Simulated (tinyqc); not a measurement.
Inside a calculation. Method: tight binding, dimerised chain. One step of it, computed by the program tinyqc.

Question. Levels at X. Diagonalise the Hermitian matrix.

H(k) at X (eV):
```
          A          B
A  0.080000   1.430000
B  1.430000  -0.080000
```

Give: eigenvalues; weights |c|^2 of the basis functions.

Answer.

eigenvalues (eV): -1.432  1.432

weights |c|^2 of the basis functions:
```
   band 1  band 2
A   0.472   0.528
B   0.528   0.472
```
